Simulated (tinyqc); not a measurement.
Interstitial-substitutional diffusion of a fast metal impurity in a wafer (kick-out and dissociative mechanisms): one step, computed by the program tinyqc.

The metal moves as an interstitial A_i and dissolves on lattice sites either by kicking out a self-interstitial (A_i = A_s + I) or by filling a vacancy (A_i + V = A_s). With A_i at its solubility, local equilibrium and c = C_s/C_s*, self-interstitials and vacancies obey C_I/C_I* = 1/c and C_V/C_V* = c.

Task: Diffusivity against concentration. In defect-free silicon dc/dt = d/dx [(D_K/c^2 + D_F) dc/dx], c = 1 at both faces. D_K = D_I C_I*/C_s* and D_F = D_V C_V*/C_s*. The two terms are equal at c* = sqrt(D_K/D_F). Take c = 1, 0.5, 0.2, 0.1, 0.03 and 0.01.

Inputs (values chosen for the exercise, loosely like those of gold in silicon): temperature T = 900 C.

D_K = 3.998014e-11 cm^2/s

D_F = 4.679677e-11 cm^2/s

Give: c*; Effective diffusivity (cm^2/s).

Result:

c* = 0.92430

Effective diffusivity (cm^2/s):
```
c     kick-out term       total
1.00     3.9980e-11  8.6777e-11
0.50     1.5992e-10  2.0672e-10
0.20     9.9950e-10  1.0463e-09
0.10     3.9980e-09  4.0448e-09
0.03     4.4422e-08  4.4469e-08
0.01     3.9980e-07  3.9985e-07
```
